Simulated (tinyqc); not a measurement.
From a target level to the width: type-II superlattice in the two-band Kane model. Three cases, with inputs chosen for the exercise.

Problem. Which width a puts the bottom of C1 at the energy below?

Motion along the axis, period d = a + b, c = hbar^2/2m0. Conduction and light-hole bands couple: (E - Ec)(E - Ev) = Ep c k^2 in each layer, with mass m(E) = (E - Ev)/Ep, which may be negative. The conduction envelope psi and psi'/m(E) are continuous; a layer carries them by [[cos kt, (m/k) sin kt], [-(k/m) sin kt, cos kt]] (cosh and sinh for k^2 < 0), and cos(q d) = tr(M_B M_A)/2. C1 is the first miniband above EvB, with its bottom at tr/2 = +1 and its top at -1; the gap is the bottom of C1 less the top heavy-hole level HH1.

Constants: hbar^2/2m0 = 3.80998211 eV angstrom^2.

Find: k in A; kappa in B; a.

Method. At q = 0 the state is even in both layers: (k/m_A) tan(k a/2) = (kappa/m_B) tanh(kappa b/2) with the masses at that energy; the first branch of the arctangent gives a.

Case 1.

Values chosen (near those of an InAs/GaSb superlattice; shifted at random, so the results belong to these values and not to a real crystal): b = 50 angstrom (layer B); EcA = 0 eV (conduction edge of A); EvA = -0.411 eV (valence edge of A); EcB = 0.97 eV (conduction edge of B); EvB = 0.163 eV (valence edge of B); EpA = 14.3 eV (coupling energy in A); EpB = 17.7 eV (coupling energy in B).

bottom of C1 = 0.285685 eV

Solution.

k in A = 0.06044 1/angstrom
kappa in B = 0.03528 1/angstrom
a = 41.0 angstrom

Case 2.

Values chosen (near those of an InAs/GaSb superlattice; shifted at random, so the results belong to these values and not to a real crystal): b = 31 angstrom (layer B); EcA = 0 eV (conduction edge of A); EvA = -0.413 eV (valence edge of A); EcB = 0.933 eV (conduction edge of B); EvB = 0.131 eV (valence edge of B); EpA = 14.4 eV (coupling energy in A); EpB = 17.9 eV (coupling energy in B).

bottom of C1 = 0.405085 eV

Solution.

k in A = 0.07772 1/angstrom
kappa in B = 0.04606 1/angstrom
a = 24.0 angstrom

Case 3.

Values chosen (near those of an InAs/GaSb superlattice; shifted at random, so the results belong to these values and not to a real crystal): b = 31 angstrom (layer B); EcA = 0 eV (conduction edge of A); EvA = -0.415 eV (valence edge of A); EcB = 0.985 eV (conduction edge of B); EvB = 0.161 eV (valence edge of B); EpA = 14.1 eV (coupling energy in A); EpB = 18.1 eV (coupling energy in B).

bottom of C1 = 0.318691 eV

Solution.

k in A = 0.06597 1/angstrom
kappa in B = 0.03903 1/angstrom
a = 33.0 angstrom

Computed by tinyqc, one run a case: `OMP_NUM_THREADS=1 python tinyqc.py N N+1 out.jsonl` with N = 1251331, 1251358, 1251392; one thread of a shared Intel(R) Xeon(R) Processor @ 2.30GHz, about 1 s a run at most.
